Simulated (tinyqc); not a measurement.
# Which input was changed?

Model: admittance spectroscopy and thermally stimulated current of one trap level in a depletion layer. Computed by tinyqc, a small Python program. Command: `OMP_NUM_THREADS=1 python tinyqc.py 3113374 3113375 out.jsonl admit which`. One thread of a shared host (Intel(R) Xeon(R) Processor @ 2.30GHz), about 0.04 s of CPU time with the checks.

A Schottky junction on n-type material holds one donor-like electron trap; shallow donors are fully ionised and abrupt depletion edges are assumed.

Inputs (values chosen for the exercise, modelled on n-type beta-Ga2O3): dielectric constant eps = 10.3; density-of-states mass m = 0.285 m_0; shallow doping N = 2.8e+15 1/cm^3; trap density N_t = 3.6e+14 1/cm^3; trap depth E_t below the band = 0.374 eV; capture cross section sigma = 2e-15 cm^2; band bending V_b = 2.1 V; test frequency f = 600000 Hz.

Constants: k_B = 1.380649e-23 J/K; m_0 = 9.1093837015e-31 kg; h = 6.62607015e-34 J s; k_B = 8.617333262e-05 eV/K; eps_0 = 8.8541878128e-12 F/m; e = 1.602176634e-19 C.

Method:
- N_c = 2 (2 pi m k_B T/h^2)^(3/2), v_th = sqrt(3 k_B T/m), emission rate e_n = sigma v_th N_c exp(-E_t/(k_B T)).
- Where the level crosses the Fermi level capture equals emission, so the trap follows the signal with the rate 2 e_n; G/omega peaks at omega = 2 e_n (the correction for large N_t/N is left out).
- Solve 2 e_n(T_p) = 2 pi f.
- With E_c - E_F = k_B T_p ln(N_c/N): lambda = sqrt(2 eps eps_0 (E_t - (E_c - E_F))/(e^2 N)); traps are empty and charged for x < x_t = w - lambda, and V_b = e (N w^2 + N_t x_t^2)/(2 eps eps_0). High frequency: C_hf = eps eps_0/w. Low frequency: C_lf = eps eps_0 (N + N_t)/(N w + N_t x_t).

Problem. One of these inputs alone was changed, within the range given: capture cross section sigma (1e-15 to 4e-15); shallow doping N (1.4e+15 to 5.6e+15); band bending V_b (1.05 to 4.2); density-of-states mass m (0.1425 to 0.57). Which one, and to what value?

Results:
```
run     step (C_lf - C_hf)/C_hf  peak temperature T_p (K)  C_hf (nF/cm^2)
before               0.03086040                  367.8116        10.20868
after                0.03024022                  362.4846        10.21333
```

Solution.

Each candidate set to reproduce step (C_lf - C_hf)/C_hf, and what it then gives:
```
candidate                               range searched  value needed  peak temperature T_p (K)  C_hf (nF/cm^2)
capture cross section sigma (cm^2)      1e-15 to 4e-15     1.552e-15                    374.69          10.213
shallow doping N (1/cm^3)           1.4e+15 to 5.6e+15      2.869e15                    367.81          10.326
band bending V_b (V)                       1.05 to 4.2         2.186                    367.81          10.010
density-of-states mass m (m_0)          0.1425 to 0.57        0.3490                    362.48          10.213
```

Only density-of-states mass m fits every result: it went from 0.285 to 0.349 m_0. The next best candidate, shallow doping N, misses one result by 1.5 %.
